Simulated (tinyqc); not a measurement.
Rapid thermal processing of a wafer: radiative balance, ramp and cooling, pattern effects, pyrometer error and spike budget: one step, computed by the program tinyqc. Command: `OMP_NUM_THREADS=1 python tinyqc.py 3113038 3113039 out.jsonl rtp walk`. One thread of a shared host (Intel(R) Xeon(R) Processor @ 2.30GHz), about 0.04 s of CPU time with the checks.

The wafer is opaque and uniform through its thickness unless said otherwise; temperatures in formulas are in kelvin (C + 273.15). sigma = 5.670374419e-12 W/(cm^2 K^4).

Problem. Power to hold and to ramp. Effective emissivity between parallel grey plates: eps_eff = 1/(1/eps + 1/(1 - r) - 1). Loss per area q(T) = 2 eps_eff sigma (T^4 - T_w^4) + h (T - T_w). Absorbed power during a ramp = q(T) + C d x ramp rate; thermal time constant tau = C d/(dq/dT), dq/dT = 8 eps_eff sigma T^3 + h; natural cooling rate q/(C d); front-to-back difference under one-sided heating at the end of the ramp = (absorbed power) d/(2 k).

Inputs (values chosen for the exercise, modelled on a hot silicon wafer):
```
quantity,value,unit
wafer thickness d,725,micrometre
heat capacity per volume C,2.1,J/(cm^3 K)
thermal conductivity k,0.29,W/(cm K)
emissivity eps of each face,0.68,-
reflectivity of the chamber walls r,0.61,-
"gas heat-transfer coefficient h, both faces together",2.3,mW/(cm^2 K)
wall temperature T_w,700,K
process temperature,954,C
ramp rate,41,K/s
```

Give: eps_eff; holding power q; power at the end of the ramp; dq/dT; time constant tau; natural cooling rate; front-to-back difference.

Solution.

eps_eff = 0.3295

holding power q = 8.790 W/cm^2

power at the end of the ramp = 15.03 W/cm^2

dq/dT = 29.92 mW/(cm^2 K)

time constant tau = 5.088 s

natural cooling rate = 57.73 K/s

front-to-back difference = 1.879 K

Radiation carries 86 % of the loss. The ramp needs 1.7 times the holding power.
